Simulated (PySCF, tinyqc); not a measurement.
Worked calculation: CIS and TDHF on RHF in the sto-3g basis, frozen core, for BeH+, spin multiplicity 1. The lowest restricted solution is unstable here: a spin-polarised one lies 0.0255 hartree lower (PySCF). One step of it, computed by the program tinyqc.

Task: TDHF (RPA) singlet states. B(ia,jb) = 2 (ia|jb) - (ib|ja); the squared energies are the eigenvalues of (A - B)(A + B); 1 hartree = 27.211386 eV.

CIS matrix A, singlet (hartree):
```
,2>3,2>4,2>5,2>6
2>3,0.197001,0.000000,0.000000,0.063217
2>4,0.000000,0.254473,0.000000,0.000000
2>5,0.000000,0.000000,0.254473,0.000000
2>6,0.063217,0.000000,0.000000,0.436213
```

Two-electron integrals over orbitals (pq|rs), unique and non-zero (hartree); the lowest 1 orbital is frozen and left out:
```
p,q,r,s,(pq|rs)
2,2,2,2,0.424572
3,2,2,2,-0.059476
3,2,3,2,0.083504
3,3,2,2,0.335679
3,3,3,2,0.020576
3,3,3,3,0.400338
4,2,4,2,0.048263
4,3,4,2,0.036840
4,3,4,3,0.045485
4,4,2,2,0.342857
4,4,3,2,0.054643
4,4,3,3,0.365301
4,4,4,4,0.449859
5,2,5,2,0.048263
5,3,5,2,0.036840
5,3,5,3,0.045485
5,4,5,4,0.024249
5,5,2,2,0.342857
5,5,3,2,0.054643
5,5,3,3,0.365301
5,5,4,4,0.401360
5,5,5,5,0.449859
6,2,2,2,-0.004133
6,2,3,2,0.059553
6,2,3,3,-0.010863
6,2,4,4,0.069325
6,2,5,5,0.069325
6,2,6,2,0.109155
6,3,2,2,0.055888
6,3,3,2,-0.081694
6,3,3,3,-0.035051
6,3,4,4,-0.048053
6,3,5,5,-0.048053
6,3,6,2,-0.062122
6,3,6,3,0.098919
6,4,4,2,0.021842
6,4,4,3,0.003878
6,4,6,4,0.020809
6,5,5,2,0.021842
6,5,5,3,0.003878
6,5,6,5,0.020809
6,6,2,2,0.430064
6,6,3,2,-0.060354
6,6,3,3,0.366054
6,6,4,4,0.348785
6,6,5,5,0.348785
6,6,6,2,-0.021054
6,6,6,3,0.052135
6,6,6,6,0.460400
```

Give: TDHF matrix B, singlet; squared energies w^2; TDHF energies from the positive w^2.

Result:

TDHF matrix B, singlet (hartree):
```
,2>3,2>4,2>5,2>6
2>3,0.0835,0.0000,0.0000,0.0596
2>4,0.0000,0.0483,0.0000,0.0000
2>5,0.0000,0.0000,0.0483,0.0000
2>6,0.0596,0.0000,0.0000,0.1092
```

squared energies w^2 (hartree^2): 0.0279  0.0624  0.0624  0.1832

TDHF energies from the positive w^2 (eV): 4.5483  6.7989  6.7989  11.6459
